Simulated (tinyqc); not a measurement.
## Double-gate transistor, scale length and short-channel effects: effect of the insulator thickness

A body of thickness ts between two insulators of thickness ti and two tied gates. Below threshold the potential that source and drain add obeys Laplace's equation and vanishes on the gate. Its lowest mode decays along the channel as exp(-k y); k is the smallest positive root of the matching condition at the interface, and the scale length is Lambda = pi/k.

k is the smallest positive root of f(k) = ei cos(k ti) cos(k ts/2) - eps_r sin(k ti) sin(k ts/2). Along the channel psi(y) = s + a exp(y/l) + b exp(-y/l) with psi(0) = Vbi, psi(L) = Vbi + Vds and l = 1/k = Lambda/pi; with A = Vbi - s, B = A + Vds, x = exp(-L/l): a = (B - A x) x/(1 - x^2), b = (A - B x)/(1 - x^2). The minimum is s + 2 sqrt(a b), at y = (l/2) ln(b/a). The long-channel potential follows the gate as s = sT + (Vg - VTL)/m, and the threshold VT is the gate voltage at which the minimum equals sT. Swing = m Vt ln 10/g at threshold, g = d(minimum)/ds = 1 - (b x + a)/((1 + x) sqrt(a b)). DIBL = [VT(0.05 V) - VT(Vds)]/(Vds - 0.05 V). sT and Vbi are held fixed; m = 1.

Values chosen for this exercise; permittivities: semiconductor close to that of silicon, insulator close to that of hafnium oxide:
- T = 325 K (temperature)
- eps_r = 11.7 (relative permittivity of the semiconductor)
- ei = 21.2 (relative permittivity of the insulator)
- ts = 10.3 nm (body thickness)
- L = 39 nm (channel length)
- Vbi = 0.89 V (potential of the source)
- sT = 0.68 V (potential of the barrier top at threshold)
- Vds = 0.8 V (drain voltage)

Constants: q = 1.602176634e-19 C, kB = 1.380649e-23 J/K, Vt = kB T/q. Results are converted to the units shown.

Results:

| ti (nm) | Lambda (nm) | L/Lambda | VT - VTL at Vds (mV) | DIBL (mV/V) | swing (mV/decade) |
|---|---|---|---|---|---|
| 3.2 | 14.284 | 2.7304 | -13.104 | 8.6823 | 66.881 |
| 4.2 | 15.806 | 2.4674 | -20.178 | 13.424 | 68.145 |
| 5.4 | 17.786 | 2.1927 | -31.992 | 21.419 | 70.222 |
| 7 | 20.612 | 1.8921 | -53.958 | 36.489 | 73.982 |
| 12 | 30.090 | 1.2961 | -169.63 | 118.43 | 92.515 |
| 15 | 35.963 | 1.0844 | -271.84 | 192.64 | 108.00 |

Estimate the missing row, ti = 9.1 nm.

Computed row:

| ti (nm) | Lambda (nm) | L/Lambda | VT - VTL at Vds (mV) | DIBL (mV/V) | swing (mV/decade) |
|---|---|---|---|---|---|
| 9.1 | 24.515 | 1.5908 | -93.945 | 64.426 | 80.578 |

With this row back in the table: As ti goes from 3.2 to 15 nm, Lambda rises from 14.3 to 36.0 nm, DIBL rises from 8.68 to 193 mV/V and the swing rises from 66.9 to 108 mV a decade. On average Lambda goes as ti^(0.60). For ti = 12 to 15 nm L is under 1.5 Lambda, where higher modes, left out of the one-mode potential, count.

Program tinyqc, `OMP_NUM_THREADS=1 python tinyqc.py 2420104 2420105 out.jsonl`; Intel Xeon 2.30GHz, shared host, one thread, about 0.01 s.
